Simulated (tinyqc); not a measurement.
From results back to parameters: Koster-Slater impurity in an sp3s* host.

Problem. In the Koster-Slater model a defect shifts the s level of its site by Vs and the p levels by Vp; an A1 level solves 1/Vs = G_s(E) and a T2 level 1/Vp = G_p(E), E from the top of the valence band. A defect has an A1 level at E = 3.9538 eV, one of the energies of the table, and a T2 level at 1.3179 eV.

G(E) of the host (1/eV):
```
E (eV)         G_s         G_p
0.0000  -0.0042582   0.0467943
0.6590  -0.0083637   0.0290598
1.3179  -0.0128086   0.0168642
1.9769  -0.0178207   0.0065705
2.6359  -0.0237300  -0.0031209
3.2948  -0.0310947  -0.0131348
3.9538  -0.0410278  -0.0246544
4.6127  -0.0563902  -0.0403167
5.2717  -0.0920879  -0.0744442
```

Find: Vs, Vp.

Solution. Read G_s and G_p at the two energies and invert them. Vs is attractive and pulls its level down from the conduction bands. Vp is repulsive and pushes its level up from the valence bands.

Vs, Vp (eV): -24.4  59.3

Run: tinyqc, `OMP_NUM_THREADS=1 python tinyqc.py 1452068 1452069 out.jsonl`; Intel(R) Xeon(R) Processor @ 2.30GHz, one thread, shared host; about 0.02 s of CPU time with all checks.
